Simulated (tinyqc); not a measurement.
Worked calculation: lattice vibrations of a chain. Computed by tinyqc, a small Python program that keeps every step. Command: `OMP_NUM_THREADS=1 python tinyqc.py 24380 24381 out.jsonl` (the two numbers bound the seeds that draw the settings). One thread of a shared host (Intel(R) Xeon(R) Processor @ 2.60GHz), about 0.01 s of CPU time with the checks.

## Dynamical matrix at q = 0.1

A chain moving along its axis:
```
atom   mass (u)  spring to the next atom (eV/angstrom^2)
1     54.900000                                13.200000
2     78.000000                                18.500000
3     83.200000                                19.000000
```

q is in units of 2 pi/a. A spring k from atom i to atom j, n cells on, adds k to Phi_ii and Phi_jj, -k exp(2 pi i q n) to Phi_ij and the conjugate to Phi_ji (for one atom a cell: 2k (1 - cos 2 pi q n)); D_ij = Phi_ij / sqrt(m_i m_j).

D(q) (eV/(angstrom^2 u)), lower triangle (Hermitian):
```
                     1          2         3
1             0.586521
2            -0.201716   0.406410
3  -0.227438-0.165244i  -0.229648  0.450721
```

## Frequencies

omega^2 are the eigenvalues; wavenumber = 521.4708 sqrt(eigenvalue) 1/cm.

eigenvalues: 0.009965  0.595559  0.838127

wavenumbers (1/cm): 52.1  402.4  477.4

weights |e|^2 of the mass-weighted modes:
```
          mode 1    mode 2    mode 3
atom 1  0.251558  0.178408  0.570034
atom 2  0.361028  0.547176  0.091796
atom 3  0.387414  0.274416  0.338170
```

## Dispersion and heat capacity

C/k_B per atom = mean over q = (j + 1/2)/80, j = 0..39 and all branches of y^2 e^y/(e^y - 1)^2, y = hc wavenumber / k_B T.

Wavenumbers (1/cm):
```
q           branch 1    branch 2    branch 3
0.000000    0.000000  415.445730  469.020117
0.062500   32.583287  409.912282  472.742292
0.125000   64.982455  396.321345  480.917557
0.187500   97.000245  378.405536  489.872664
0.250000  128.402201  357.905959  497.987172
0.312500  158.853309  335.706601  504.620380
0.375000  187.699078  312.675350  509.488180
0.437500  212.929799  290.910003  512.452237
0.500000  225.671543  279.320169  513.446805
```

Heat capacity:
```
T (K)  C/k_B per atom
20           0.058674
50           0.150113
100          0.319225
200          0.633705
300          0.796836
600          0.940711
1200         0.984545
```

zero-point energy per atom = 20.112801 meV
